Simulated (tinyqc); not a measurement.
Sweeping the field: donor near an oxide interface in a gate field (two-state model).

Interface at z = 0 (hard wall), donor at z = d, field F pulling electrons to the interface: potential e F z; 1 kV/cm = 1e-5 eV/angstrom, c = hbar^2/2m0, q = e^2/(4 pi eps0), Q = (eps - eo)/(eps + eo). Donor state: E_D = e F d - ED - q Q/(4 eps d), the last term joining the images of ion and electron. Interface state: z exp(-b z/2) exp(-rho^2/(2 L^2)) with E_z = c b^2/(4 mz) + 3 e F/b + q Q b/(8 eps), minimised over b; in the plane at z = 3/b the ion (distance D = d - 3/b) and its image (D' = d + 3/b) give E_rho = c/(mt L^2) - (q/eps)(sqrt(pi)/L)[erfcx(D/L) + Q erfcx(D'/L)], erfcx(x) = exp(x^2) erfc(x), minimised over L. E_I = E_z + E_rho.

The two states couple by t = t0 exp(-D/aD) with t0 = q/(eps aD) (2 aD/L) sqrt(aD b/2) v, v a valley factor; this form is an estimate. With detuning u = E_D - E_I the splitting is sqrt(u^2 + 4 t^2) and the lower state has weight (1 - u/sqrt(u^2 + 4 t^2))/2 on the donor.

Constants: hbar^2/2m0 = 3.80998211 eV angstrom^2; e^2/(4 pi eps0) = 14.39964547 eV angstrom.

Values chosen for the exercise (near those of a donor in Si below SiO2, static dielectric constants; shifted at random, so the results belong to these values and not to a real crystal):
- d = 180 angstrom (depth of the donor)
- ED = 44.7 meV (bulk binding energy)
- mz = 0.929 m0 (mass across the interface)
- mt = 0.186 m0 (mass in the plane)
- eps = 11.3 (dielectric constant of the semiconductor)
- eo = 3.9 (dielectric constant of the oxide)
- aD = 15.5 angstrom (donor radius)
- v = 0.46 (valley factor)
- Fl = (34.664, 34.672, 34.675, 34.677, 34.678, 34.681, 34.689) kV/cm (fields)

Both levels, the splitting, the donor weight and the mean depth w d + (1 - w) 3/b.

Results:
```
F (kV/cm),E_D (meV),E_I (meV),splitting (meV),donor weight,mean depth (angstrom)
34.664,16.834,16.851,0.0171,0.996,179.5
34.672,16.848,16.854,0.00655,0.973,176.3
34.675,16.853,16.855,0.00302,0.854,160.1
34.677,16.857,16.856,0.00221,0.372,94.3
34.678,16.859,16.857,0.00287,0.166,66.2
34.681,16.864,16.858,0.00634,0.029,47.5
34.689,16.879,16.862,0.0169,0.004,44.1
```

How do the results move, and what explains it?

E_D rises by 1.80 and E_I by 0.45 meV per kV/cm, so they cross once, near 34.7 kV/cm, where the splitting is 2t = 0.00213 meV. The donor weight passes from 0.85 to 0.15 while the detuning goes from -2t to 2t, a window of 0.0032 kV/cm or 0.0091 % of the field; across the table the charge moves by 135 angstrom.

Computed by tinyqc, a small Python program: `OMP_NUM_THREADS=1 python tinyqc.py 1252189 1252190 out.jsonl` (the numbers bound the seed that draws the inputs); one thread of a shared host (Intel(R) Xeon(R) Processor @ 2.30GHz), about 0.04 s for the whole set of steps.
